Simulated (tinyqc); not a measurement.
Leaving out one process at a time: Debye-Callaway model of lattice thermal conductivity. Computed by tinyqc, a small Python program. Command: `OMP_NUM_THREADS=1 python tinyqc.py 3004596 3004597 out.jsonl callaway walk`. One thread of a shared host (Intel(R) Xeon(R) Processor @ 2.30GHz), about 0.01 s of CPU time with the checks.

Three acoustic branches with one velocity v, cut at omega_D = k_B Theta/hbar; x = hbar omega/(k_B T). v and Theta are separate inputs: Theta cuts off the heat-carrying modes, so C need not reach 3 k_B/V. gamma is an effective value that sets the umklapp rate. Heat flows along the wire.

Inputs (values chosen for the exercise, modelled on aluminium nitride): sound velocity v = 6890 m/s; Debye temperature Theta = 915 K; volume per atom V = 10.4 angstrom^3; mean atomic mass M = 20.5 u; effective Grueneisen parameter gamma = 2.45; umklapp exponent divisor b = 2; vacancy fraction n_v = 0.0006; wire diameter D = 2.1 micrometre; specularity p = 0; temperature T = 200 K.

Sample: wire. Point defects: vacancies. Normal processes: left out.

Constants: k_B = 1.380649e-23 J/K; hbar = 1.054571817e-34 J s; u = 1.6605390666e-27 kg.

Method:
- A vacancy counts as a mass defect Delta M/M = -3 (the missing mass and twice its bonds), so Gamma = 9 n_v. A = V Gamma/(4 pi v^3).
- Rates: point defects A omega^4; umklapp B omega^2 T exp(-Theta/(b T)) with B = hbar gamma^2/(M v^2 Theta). Boundaries: v/Lambda_B with Lambda_B = D (1 + p)/(1 - p).
- kappa_1 = c int tau_C g dx, g = x^4 e^x/(e^x - 1)^2, c = (k_B/(2 pi^2 v)) (k_B T/hbar)^3, over 0 < x < min(Theta/T, 40), by 96 Gauss-Legendre points in s with x = x_max s^2; tau_C = tau_R, the inverse of the summed rates, and kappa = kappa_1.

Rayleigh coefficient A = 1.36634e-44 s^3

Conductivity at T:
```
case                   kappa (W/(m K))  ratio to all
all processes                   178.38             1
without point defects           619.65        3.4737
without boundaries              347.12        1.9459
without umklapp                 249.55        1.3989
```

What does the comparison show, and why?

Removing point defects raises kappa most, by a factor 3.47; removing umklapp gives only 1.40.
